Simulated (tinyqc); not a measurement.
Changing the back recombination velocity S_b: surface photovoltage measurement of the minority-carrier diffusion length in a wafer. Computed by tinyqc, a small Python program. Command: `OMP_NUM_THREADS=1 python tinyqc.py 3130387 3130388 out.jsonl spv sweep`. One thread of a shared host (Intel(R) Xeon(R) Processor @ 2.30GHz), about 0.01 s of CPU time with the checks.

Low injection, steady light, a depletion layer much thinner than 1/alpha and L. The excess density dn is taken at the front edge of the neutral region; light that reaches the back is lost.

Inputs (values chosen for the exercise, modelled on p-type silicon at room temperature): diffusion length L = 100 micrometre; wafer thickness W = 775 micrometre; diffusivity D = 30.1 cm^2/s; front recombination velocity S_f = 22000 cm/s; photon flux entering = 8.1e+13 1/(cm^2 s); minority density at the surface barrier scale n_0 = 4.3e+08 1/cm^3; temperature T = 298 K; wavelength = 994 nm; relative noise of each reading = 0 %; diffusion length after pair splitting over L = 0.67; iron factor C = 1.02e+16 micrometre^2/cm^3.

normal deviates g for the noise: [-0.07, -0.38, -0.17, 0.55, -1.04, 0.38, -1.57]

Constants: k_B = 8.617333262e-05 eV/K.

Method:
- alpha = (84.732/lambda - 76.417)^2 per cm with lambda in micrometre (an empirical fit for silicon between 0.7 and 1.05 micrometre).
- Thick wafer: dn = Phi L/((S_f + D/L)(L + 1/alpha)). Finite wafer, with s = S_b L/D, w = W/L, a = alpha L: dn = [Phi a/(a^2 - 1)] [a - B - exp(-alpha W)(a - s)/(cosh w + s sinh w)]/(S_f + B D/L), B = (sinh w + s cosh w)/(cosh w + s sinh w).
- Photovoltage V = (k_B T/e) ln(1 + dn/n_0). Lifetime = L^2/D.
- Readings y = (Phi/dn) (1 + noise x g) at 780, 830, 880, 920, 950, 975 and 995 nm; a least-squares line y = c (1/alpha + L_app) gives L_app = intercept/slope.
- Splitting iron-boron pairs in boron-doped silicon shortens L; with nothing else changing, [Fe] = C (1/L_after^2 - 1/L^2). It is evaluated with the true lengths and with the apparent ones (without noise), which differ when the wafer is not thick against L.

One run for each value; columns: (1) back recombination velocity S_b (cm/s); (2) apparent length L_app (micrometre); (3) B; (4) dn, finite wafer (1/cm^3); (5) bias, apparent over true less 1 (rounded to 0.001) (%):
```
(1)          (2)     (3)         (4)     (5)
1.00e+00  100.00  1.0000  1.4183e+09   0.002
1.00e+01  100.00  1.0000  1.4183e+09   0.002
1.00e+02  100.00  1.0000  1.4183e+09   0.002
1.00e+03  100.00  1.0000  1.4183e+09   0.001
1.00e+04  100.00  1.0000  1.4182e+09  -0.002
1.00e+05  100.00  1.0000  1.4182e+09  -0.003
1.00e+06  100.00  1.0000  1.4182e+09  -0.003
1.00e+07  100.00  1.0000  1.4182e+09  -0.003
```

Describe the trends.

Over the rows, apparent length L_app (micrometre) falls from 100.001 to 99.9983; B rises from 0.9999996 to 1.000000; dn, finite wafer (1/cm^3) falls from 1.418258e9 to 1.418240e9.

Extremes, crossings and ranges named in words are read from the listed rows.
